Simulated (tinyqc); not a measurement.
Screening of the starting offset: band offset of a heterojunction with an interface dipole (two-band chains, self-consistent charge).

Sites alternate A, C. Left: A at -G1/2, C at +G1/2, hopping -t1; right: A at D - G2/2, C at D + G2/2, hopping -t2; the bonds across the two interfaces of a ring (C left to A right, C right to A left) have -sqrt(t1 t2). D is the offset of the mid-gaps, so Ev(right) - Ev(left) = D - (G2 - G1)/2 and Ec(right) - Ec(left) = D + (G2 - G1)/2. The closing bond has its sign reversed (antiperiodic ring). Half the levels are filled with two electrons each. The charge moved is q = (electrons on the left) less one a site; the mean over the two interfaces, q/2, is taken as the charge that crosses each, and its dipole opposes the offset: D = D0 - u q/2.

From here on the ring has 24 cells a side.

Parameters, chosen for this exercise (gaps near those of GaN and AlN; the chains and D0 are free models, so the offsets are not those of the real pair; not measured data): G1 = 3.35 eV (gap on the left); G2 = 6.21 eV (gap on the right); t1 = 2.01 eV (hopping on the left); t2 = 2.6 eV (hopping on the right); u = 4.1 eV (potential step per electron moved across).

chi = 0.090882 1/eV

D0 is varied; the self-consistent D is found by bisection. chi = dq/dD at D = 0; the linear rule is D = S D0 with S = 1/(1 + u chi/2). The gap of the junction closes (type III) at |D| = (G1 + G2)/2.

Against D0:
```
2 D0/(G1 + G2)  D0 (eV)  q at D0   D (eV)    D/D0  linear (eV)
-0.85            -4.063  -0.5622  -3.2616  0.8028      -3.4249
-0.55            -2.629  -0.2866  -2.1708  0.8257      -2.2161
-0.30            -1.434  -0.1377  -1.2014  0.8378      -1.2088
-0.15            -0.717  -0.0661  -0.6035  0.8417      -0.6044
0.10              0.478   0.0437   0.4027  0.8424       0.4029
0.25              1.195   0.1128   1.0030  0.8394       1.0073
0.50              2.390   0.2526   1.9805  0.8287       2.0147
0.80              3.824   0.5056   3.0865  0.8071       3.2234
0.95              4.541   0.6953   3.6028  0.7934       3.8278
```

What can be read from this table?

D/D0 lies between 0.793 and 0.842, against S = 0.843 from chi at D = 0; the linear rule misses by at most 225 meV. q is odd in D. Less than half of the starting offset is screened, so the natural line-up still counts most.

(tinyqc, `OMP_NUM_THREADS=1 python tinyqc.py 1450791 1450792 out.jsonl`, Intel(R) Xeon(R) Processor @ 2.30GHz, 1 thread, shared host, about 0.4 s.)
